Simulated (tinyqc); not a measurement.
Ellipsometry and reflectance of a transparent film on an absorbing substrate: two steps of the calculation.

Air (index 1), film, substrate with N2 = n2 - i k2; time factor exp(+i w t). q_j = sqrt(N_j^2 - sin^2 th), root with positive real part. Fresnel coefficients r_s = (q_a - q_b)/(q_a + q_b), r_p = (N_b^2 q_a - N_a^2 q_b)/(N_b^2 q_a + N_a^2 q_b). tan(Psi) exp(i Delta) = R_p/R_s, Delta taken from 0 to 360 degrees.

Values chosen for this exercise; indices close to those of titanium dioxide on silicon: wavelength lam = 632.8 nm; angle of incidence th = 60 degrees; index of the transparent film n1 = 2.399; film thickness d = 16 nm; index of the substrate n2 = 3.882; extinction coefficient of the substrate k2 = 0.019.

Question 1. Interface coefficients and thickness period. q0, q1, q2 and the coefficients r01 and r12 for p and s; the results repeat in d with the period lam/(2 q1).

Give: q0; q1; q2; r01,p; r01,s; r12,p; r12,s; period.

Answer 1.

q0 = 0.5000
q1 = 2.237
q2 = 3.784-0.019i
r01,p = 0.1252
r01,s = -0.6347
r12,p = 0.2151-0.0022i
r12,s = -0.2569+0.0024i
period = 141.4 nm

Question 2. Psi, Delta and reflectances. beta = 2 pi d q1/lam, X = exp(-2 i beta), R = (r01 + r12 X)/(1 + r01 r12 X) for p and s.

q1 = 2.2372307
r01,p = 0.12519863
r01,s = -0.63466725
r12,p = 0.21509851-0.00221172i
r12,s = -0.25691469+0.00240536i

Find: beta; X; R_p; R_s; Psi; Delta; |R_p|^2; |R_s|^2.

Answer 2.

beta = 0.35542 rad
X = 0.75781-0.65247i
R_p = 0.28341-0.13427i
R_s = -0.74503+0.07957i
Psi = 22.712 degrees
Delta = 160.75 degrees
|R_p|^2 = 0.098351
|R_s|^2 = 0.56140

The bare substrate gives Psi = 23.38 and Delta = 179.72 degrees.

Program tinyqc, `OMP_NUM_THREADS=1 python tinyqc.py 2870209 2870210 out.jsonl`; Intel Xeon 2.30GHz, shared host, one thread, about 0.4 s.
